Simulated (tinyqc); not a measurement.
## Bandgap voltage reference from two bipolar transistors: output against temperature

Two transistors of area 1 and N carry the same current I. Is(T) = Is (T/T0)^eta exp[(Vg0 q/kB)(1/T0 - 1/T)], VBE1 = Vt ln(I/Is(T)) + I rb, VBE2 = Vt ln(I/(N Is(T))) + I rb/N. The amplifier forces I R1(T) = VBE1 - VBE2 + Vos, with R(T) = R (1 + tc (T - T0)) for both resistors, and the output is Vref = VBE1 + I R2(T). Base currents and the Early effect are neglected.

Vt = kB T/q; I = (Vt ln N + Vos)/(R1(T) - rb (1 - 1/N)).

Values chosen for this exercise; values of the order met in silicon bipolar transistors: reference temperature T0 = 298 K; band-gap voltage extrapolated to 0 K Vg0 = 1.19 V; temperature exponent of the saturation current eta = 4.4; saturation current of the unit transistor at T0 Is = 1.8e-18 A; area ratio of the second transistor N = 24; resistor across which the difference of VBE falls, at T0 R1 = 2.4 kohm; temperature coefficient of both resistors tc = 0 ppm/K; offset of the amplifier Vos = 1.6 mV; series resistance of the unit transistor rb = 0 ohm; output resistor at T0 R2 = 15.35 kohm.

Constants: q = 1.602176634e-19 C, kB = 1.380649e-23 J/K. Results are converted to the units shown.

Result of one run:

| I (uA) | VBE1 (V) | I R2 (V) | Vref (V) | Vref - Vref(T0) (mV) | dVref/dT (uV/K) |
|---|---|---|---|---|---|
| 25.54 | 0.9142 | 0.3921 | 1.306 | -11.44 | 191.2 |

Which temperature T gave this result: 218, 253, 323, 373 or 423 K?

T = 218 K.

The whole series:

| T (K) | I (uA) | VBE1 (V) | I R2 (V) | Vref (V) | Vref - Vref(T0) (mV) | dVref/dT (uV/K) |
|---|---|---|---|---|---|---|
| 218 | 25.54 | 0.9142 | 0.3921 | 1.306 | -11.44 | 191.2 |
| 233 | 27.25 | 0.8906 | 0.4184 | 1.309 | -8.723 | 171.7 |
| 253 | 29.54 | 0.8588 | 0.4534 | 1.312 | -5.533 | 147.6 |
| 273 | 31.82 | 0.8265 | 0.4884 | 1.315 | -2.807 | 125.3 |
| 298 | 34.67 | 0.7855 | 0.5322 | 1.318 | 0 | 99.62 |
| 323 | 37.52 | 0.7439 | 0.5760 | 1.320 | 2.191 | 76.01 |
| 348 | 40.38 | 0.7018 | 0.6198 | 1.322 | 3.815 | 54.17 |
| 373 | 43.23 | 0.6591 | 0.6636 | 1.323 | 4.913 | 33.84 |
| 398 | 46.08 | 0.6159 | 0.7074 | 1.323 | 5.518 | 14.83 |
| 423 | 48.94 | 0.5722 | 0.7512 | 1.323 | 5.664 | -3.017 |

VBE1 falls by 1.67 mV/K on average and I R2 rises by 1.75 mV/K. The slope of Vref vanishes at T = 419 K. Between 233 and 398 K Vref spans 14.2 mV, or 65.5 ppm/K by the box method (span over the average over T, over 165 K).

Program tinyqc, `OMP_NUM_THREADS=1 python tinyqc.py 2062113 2062114 out.jsonl`; Intel Xeon 2.30GHz, shared host, one thread, about 0.02 s.
